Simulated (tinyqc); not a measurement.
CMOS latch-up, two-transistor model: one step of the calculation.

A parasitic pnp (emitter at Vdd, base shunted by Rw) and npn (emitter at ground, base shunted by Rs) feed each other: the npn collector current flows out of the pnp base node, the pnp collector current into the npn base node. Forward-active transistors with constant gains: Icn = Isn exp(Vn/Vt), Icp = Isp (exp(Vp/Vt) - 1). A current Ii is injected into the npn base node.

Task. The off branch. Node equations: Vp/Rw + Icp/bp = Icn and Vn/Rs + Icn/bn = Icp + Ii. Loop gain G = gn gp/[(1/Rw + gp/bp)(1/Rs + gn/bn)], gn = Icn/Vt, gp = (Icp + Isp)/Vt; the off state ends where G = 1, and Ii there is the trigger current. For each Vn: Icn, then Vp from the first equation, then Ii from the second.

Inputs (values chosen for the exercise); values close to those of bulk CMOS:
```
symbol    value  unit                                meaning
T           350     K                            temperature
bn           12                      current gain of the npn
bp          4.5                      current gain of the pnp
Isn     6.7e-13     A     saturation current of the npn at T
Isp     3.1e-12     A     saturation current of the pnp at T
Rs           79   ohm  substrate resistance shunting the npn
Rw          870   ohm       well resistance shunting the pnp
Ii         5.36    mA    current injected into the substrate
```

Constants: q = 1.602176634e-19 C, kB = 1.380649e-23 J/K, Vt = kB T/q. Results are converted to the units shown.

```
point,Vn (V)
0,0.42
1,0.5
2,0.55
3,0.58
4,0.6
5,0.62
6,0.635
7,0.65
```

Wanted: Icn; Vp; Icp; Ii; G.

Result.

```
point,Icn (mA),Vp (V),Icp (mA),Ii (mA),G
0,7.4784e-4,6.5062e-4,6.7599e-11,5.3165,1.7895e-10
1,0.010611,0.0092316,1.1101e-9,6.3300,3.3675e-9
2,0.055683,0.048445,1.2350e-8,6.9667,6.4221e-8
3,0.15056,0.13099,2.3540e-7,7.3543,2.6267e-6
4,0.29221,0.25422,1.4186e-5,7.6193,2.9446e-4
5,0.56713,0.48719,0.032111,7.8633,1.0154
6,0.93255,0.59438,1.1221,6.9936,8.0181
7,1.5334,0.62989,3.6424,4.7133,12.986
```

Ii peaks at 7.863 mA, at Vn = 0.6200 V where G = 1; beyond it the loop feeds itself.

tinyqc, about 0.07 s, one thread, Intel Xeon 2.30GHz (shared host): `OMP_NUM_THREADS=1 python tinyqc.py 2670122 2670123 out.jsonl`
